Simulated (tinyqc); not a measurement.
What each parameter does: band edges of strained Si(1-x)Ge(x) on relaxed Si(1-y)Ge(y).

Values are linear in the Ge fraction but for ED(x) = linear - CD x (1 - x) and a(x) = linear - Ca x (1 - x). Energies are on the common scale of Ev.

Coherent growth on a (111) face: e_par = (a(y) - a(x))/a(x), e_perp = -(2 C11 + 4 C12 - 4 C44)/(C11 + 2 C12 + 4 C44) e_par; exx = eyy = ezz = (2 e_par + e_perp)/3 and exy = eyz = ezx = (e_perp - e_par)/3.

A valley with unit axis u lies at Ev + gap + (av + a_valley) tr(e) + Xu (u.e.u - tr(e)/3); the Delta axes are x, y, z and the L axes [111], [1-1-1], [-11-1], [-1-11]. The second-order shift of the Delta valleys under shear is left out; it lowers the pair normal to the sheared plane by tens of meV at a shear of 1 %.

Valence edges: Ev plus the levels of the 6 x 6 matrix of X, Y, Z times spin with -Dso/3 + l exx + m (eyy + ezz) on the diagonal (cyclic), n exy off it, l = av + 2 b, m = av - b, n = sqrt(3) d. Spin-orbit term (Dso/3) L.sigma on X, Y, Z with (L_k)_ij = -i epsilon_kij: <X+|H|Y+> = -i Dso/3, <X+|H|Z-> = Dso/3, <Y+|H|Z-> = -i Dso/3, <Z+|H|X-> = -Dso/3, <Z+|H|Y-> = i Dso/3, <X-|H|Y-> = i Dso/3, and their conjugates; + and - are the spin along z.

Inputs chosen for the exercise (end members near Si and Ge, in this order; the results hold for these values, not for the real material): a = (5.437, 5.662) angstrom (lattice constant); Dso = (0.044, 0.286) eV (spin-orbit splitting); av = (2.42, 1.26) eV (valence hydrostatic potential); b = (-2.09, -2.58) eV (tetragonal shear potential); d = (-4.74, -5.34) eV (trigonal shear potential); C11 = (167.4, 130) GPa; C12 = (64.5, 48.5) GPa; C44 = (79.9, 66.2) GPa; Ev = (0, 0.65) eV (top of the unstrained valence band); ED = (1.177, 0.923) eV (gap to the Delta valleys); EL = (2.05, 0.73) eV (gap to the L valleys); aD = (1.77, 1.21) eV (hydrostatic potential of the Delta gap); aL = (-2.87, -2.62) eV (hydrostatic potential of the L gap); XuD = (9.02, 9.66) eV (uniaxial potential, Delta); XuL = (16.76, 15.42) eV (uniaxial potential, L); CD = 0.199 eV (bowing of the Delta gap); Ca = 0.028 angstrom (bowing of the lattice constant); face = 111 (growth face); x = 0.4 (Ge fraction of the layer); y = 0.18 (Ge fraction of the relaxed buffer).

dEc = Ec(buffer) - Ec(layer), dEv = Ev(layer) - Ev(buffer); buffer edges Ev(y) and Ev(y) + min(ED, EL).

Results for these values:

| case | gap (eV) | valence splitting (meV) | dEc (eV) | dEv (eV) |
|---|---|---|---|---|
| base | 0.9722 | 50.2 | -0.0218 | 0.1516 |

What happens to each result for d = (-5.451, -6.141) eV, all else kept?

Answer: gap falls from 0.9722 to 0.9669; valence splitting rises from 50.2 to 54.6; dEc does not change at the printed digits; dEv rises from 0.1516 to 0.1568.

The same for each parameter in turn:

| case | gap (eV) | valence splitting (meV) | dEc (eV) | dEv (eV) |
|---|---|---|---|---|
| base | 0.9722 | 50.2 | -0.0218 | 0.1516 |
| x = 0.43 | 0.9559 | 55.6 | -0.0269 | 0.1728 |
| y = 0.21 | 0.9795 | 45.8 | -0.0198 | 0.1309 |
| CD = 0.249 eV | 0.9602 | 50.2 | -0.0172 | 0.1516 |
| XuL = (19.274, 17.733) eV | 0.9722 | 50.2 | -0.0218 | 0.1516 |
| b = (-2.403, -2.967) eV | 0.9722 | 50.2 | -0.0218 | 0.1516 |
| d = (-5.451, -6.141) eV | 0.9669 | 54.6 | -0.0218 | 0.1568 |
| C12 = (74.175, 55.775) GPa | 0.9716 | 51.3 | -0.0232 | 0.1535 |
| Ev = (0, 0.747) eV | 0.9722 | 50.2 | -0.0431 | 0.1729 |

The lowest valleys of the layer are Delta6, so among the conduction-band potentials only those of that family reach the gap and dEc; the buffer is unstrained. A shift large enough to swap the lowest family would change that.

tinyqc: `OMP_NUM_THREADS=1 python tinyqc.py 1080842 1080843 out.jsonl`; about 0.01 s, one thread, shared Intel(R) Xeon(R) Processor @ 2.30GHz.
